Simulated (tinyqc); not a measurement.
Inside a calculation: Stoner model of a band ferromagnet. Values are carried at full precision from step to step, so a last printed digit may differ when a step is redone from the rounded ones.

Density of states per atom and spin: semi-elliptic, D(e) = (8 M/(pi W^2)) sqrt(W^2/4 - e^2). Levels e -/+ I m/2 for up and down spin, m = n_up - n_down, n_up + n_down = nd. At zero temperature e(N) is the energy below which N states lie, and E(m) = sum over spins of integral e D de - I m^2/4.

Inputs chosen for the exercise:
- W = 4 eV (band width, e from -W/2 to W/2)
- M = 5 (states per atom and spin)
- nd = 7.32 (electrons per atom)
- I = 0.77 eV (Stoner parameter)

## The paramagnetic state and the Stoner criterion

Find EF from nd/2 states per spin, D(EF) and the product I D(EF); below 1 the susceptibility is enhanced by 1/(1 - I D).

EF = 0.7466 eV
D(EF) = 1.4765 1/eV
I D(EF) = 1.1369

The paramagnet is unstable.

## Energy against moment

Tabulate the splitting that the band needs, e(n_up) - e(n_down), against I m, and E(m) - E(0), at nine moments up to saturation m_max = min(nd, 2M - nd).

Energy curve:
```
m      e(n_up) (eV)  e(n_down) (eV)  difference (eV)  I m (eV)  E - E(0) (meV)
0.000        0.7466          0.7466           0.0000    0.0000             0.0
0.335        0.8615          0.6344           0.2271    0.2580            -2.6
0.670        0.9801          0.5244           0.4557    0.5159           -10.2
1.005        1.1034          0.4161           0.6873    0.7739           -22.6
1.340        1.2332          0.3091           0.9241    1.0318           -39.0
1.675        1.3719          0.2030           1.1690    1.2897           -58.2
2.010        1.5247          0.0974           1.4273    1.5477           -78.7
2.345        1.7034         -0.0079           1.7113    1.8056           -97.2
2.680        2.0000         -0.1132           2.1132    2.0636          -105.8
```

dE/dm is half of (difference - I m), so E falls wherever I m exceeds the difference.

## The ground state

Take the lowest of E(0), the stationary points e(n_up) - e(n_down) = I m, and saturation.

m = 2.644 muB
exchange splitting I m = 2.036 eV
E - E(0) = -106.1 meV

n_up, n_down: 4.982  2.338

Both spin bands cross the Fermi level (a weak ferromagnet).

## Checks

- States in the band over M against 1: both 1.000000.

Program tinyqc; command `OMP_NUM_THREADS=1 python tinyqc.py 1680263 1680264 out.jsonl`; about 0.5 s on one thread of a shared Intel(R) Xeon(R) Processor @ 2.30GHz.
